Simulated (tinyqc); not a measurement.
Koster-Slater impurity in a tight-binding band, by Green functions and by supercells. Growing the supercell. Computed by tinyqc, a small Python program. Command: `OMP_NUM_THREADS=1 python tinyqc.py 3007970 3007971 out.jsonl kosterslater sweep`. One thread of a shared host (Intel(R) Xeon(R) Processor @ 2.30GHz), about 0.03 s of CPU time with the checks.

One orbital per site, e(k) = -2 t sum cos(k_i) over 2 direction(s), band from -4 t to 4 t, lattice constant 1. One site has the extra energy U. Spin is left out.

Inputs (values chosen for the exercise, for a model band): hopping t = 0.64 eV; impurity potential U = -1.38 eV.

Lattice: square.

Method:
- Outside the band G0(E) = (2/(pi E)) K(m), m = 16 t^2/E^2, K the complete elliptic integral with parameter m.
- A bound state solves 1/U = G0(E).
- Bisection in ln(distance from the edge) between 1e-5 t and |U| + t. Weight on the impurity site: -1/(U^2 dG0/dE), by a central difference with step min(1e-4 t, distance/30). Decay length along an axis: 1/arccosh(1 + distance/(2 t)).
- In a periodic cell of N sites along each direction with Bloch vector K, the level solves 1/U = N^-d sum_k 1/(E - e(k)), k_i = (2 pi m_i + K_i)/N, m_i = 0..N-1; the outermost root on the side of U is taken (bisection). d is the number of directions. Gamma means K_i = 0, the zone corner K_i = pi, the quarter point K_i = pi/2.
- The error is measured against the isolated level E_b.

One run for each value; columns: (1) supercell edge N (sites); (2) error at Gamma (eV); (3) width between Gamma and the corner (eV); (4) level at Gamma (eV); (5) level at the quarter point (eV):
```
(1)       (2)     (3)      (4)      (5)
2    -0.42753  1.6647  -3.0447  -2.3620
3    -0.21163  0.7240  -2.8288  -2.5322
4    -0.12509  0.3802  -2.7422  -2.5824
5    -0.08096  0.2229  -2.6981  -2.6014
6    -0.05516  0.1401  -2.6723  -2.6095
8    -0.02772  0.0624  -2.6449  -2.6152
10   -0.01457  0.0304  -2.6317  -2.6166
```

Over the rows, error at Gamma (eV) rises from -0.428 to -0.0146 (exponent d ln y / d ln x -1.7 between the first rows and -2.9 between the last); width between Gamma and the corner (eV) falls from 1.66 to 0.0304 (exponent d ln y / d ln x -2.1 between the first rows and -3.2 between the last); level at Gamma (eV) rises from -3.04 to -2.63 (exponent d ln y / d ln x -0.18 between the first rows and -0.022 between the last).

Extremes, crossings and ranges named in words are read from the listed rows.
